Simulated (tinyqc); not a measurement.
## Long-channel MOSFET, surface-potential model: output curve

n-channel transistor on a uniformly doped p-type body, gradual-channel approximation, constant mobility, Boltzmann statistics, full ionisation. Potentials are counted from the neutral body; V is the electron quasi-Fermi potential, Vsb at the source and Vsb + Vds at the drain. Charges are magnitudes per area.

ni = sqrt(Nc Nv) exp(-Eg/(2 Vt)), Eg in volts; phiF = Vt ln(Na/ni); Cox = eps0 eox/tox; gamma = sqrt(2 q eps0 eps_r Na)/Cox. The surface potential psi at channel potential V solves Vgs + Vsb - Vfb - psi = gamma sqrt(G), G = psi - Vt + Vt exp((psi - 2 phiF - V)/Vt). Charge sheet: Qi = Cox gamma [sqrt(G) - sqrt(psi - Vt)]; I = mu (W/L) [integral of Qi dpsi from psi_0 to psi_L (drift) + Vt (Qi0 - QiL) (diffusion)], with psi_0 at V = Vsb and psi_L at V = Vsb + Vds. Pao-Sah: Qi(V) = (Cox gamma/2) integral from 3 Vt to psi of exp((u - 2 phiF - V)/Vt)/sqrt(G(u, V)) du, and I = mu (W/L) integral of Qi dV from Vsb to Vsb + Vds. Square law: VT = Vfb + 2 phiF + gamma sqrt(2 phiF + Vsb), m = 1 + gamma/(2 sqrt(2 phiF + Vsb)), I = mu Cox (W/L) [(Vgs - VT) v - m v^2/2] with v the smaller of Vds and (Vgs - VT)/m, and zero below VT.

Values chosen for this exercise; material values close to those of silicon:
- T = 350 K (temperature)
- Eg = 1.11 eV (band gap)
- eps_r = 11.6 (relative permittivity of the semiconductor)
- Nc = 3.48e19 cm^-3 (conduction-band density of states at T)
- Nv = 3.36e19 cm^-3 (valence-band density of states at T)
- Na = 1.9e18 cm^-3 (acceptor density of the body)
- eox = 7.41 (relative permittivity of the gate insulator)
- tox = 7.2 nm (insulator thickness)
- Vfb = -0.42 V (flat-band voltage)
- mu = 630 cm^2/(V s) (channel mobility)
- W = 2 um (gate width)
- L = 5 um (gate length)
- Vsb = 0.5 V (source-body reverse bias)
- Vgs = 1.86 V (gate-source voltage)

Constants: q = 1.602176634e-19 C, kB = 1.380649e-23 J/K, Vt = kB T/q, eps0 = 8.8541878128e-14 F/cm where lengths are in cm. Results are converted to the units shown.

Results:

| Vds (V) | psi_L (V) | QiL (nC/cm^2) | I, charge sheet (uA) | I, Pao-Sah (uA) | I, square law (uA) |
|---|---|---|---|---|---|
| 0.04 | 1.558 | 136.6 | 1.563 | 1.590 | 2.547 |
| 0.08 | 1.588 | 99.46 | 2.743 | 2.789 | 4.594 |
| 0.12 | 1.615 | 65.91 | 3.568 | 3.626 | 6.140 |
| 0.2 | 1.655 | 17.47 | 4.352 | 4.422 | 7.732 |
| 0.24 | 1.664 | 6.297 | 4.464 | 4.535 | 7.819 |
| 0.28 | 1.668 | 1.887 | 4.501 | 4.573 | 7.819 |
| 0.32 | 1.669 | 0.5200 | 4.512 | 4.584 | 7.819 |
| 0.36 | 1.669 | 0.1395 | 4.515 | 4.587 | 7.819 |

Estimate the missing row, Vds = 0.16 V.

Computed row:

| Vds (V) | psi_L (V) | QiL (nC/cm^2) | I, charge sheet (uA) | I, Pao-Sah (uA) | I, square law (uA) |
|---|---|---|---|---|---|
| 0.16 | 1.638 | 37.76 | 4.082 | 4.148 | 7.186 |

With this row back in the table: The Pao-Sah current rises from 1.59 to 4.59 uA, while the charge at the drain end falls from 137 to 0.139 nC/cm^2. The current first comes within 1 % of its last value at Vds = 0.28 V among the rows listed; the square law saturates at (Vgs - VT)/m = 0.224 V. Over the last two rows psi_L moves by less than 1 mV: the drain has lost hold of the surface potential, so the current no longer grows. In the last row the charge sheet is 1.6 % below Pao-Sah and the square law 70 % above it. In every row the surface electron density at the source passes 0.3 Nc, where degeneracy and quantisation, left out here, matter.

Program tinyqc, `OMP_NUM_THREADS=1 python tinyqc.py 2360098 2360099 out.jsonl`; Intel Xeon 2.30GHz, shared host, one thread, about 0.03 s.
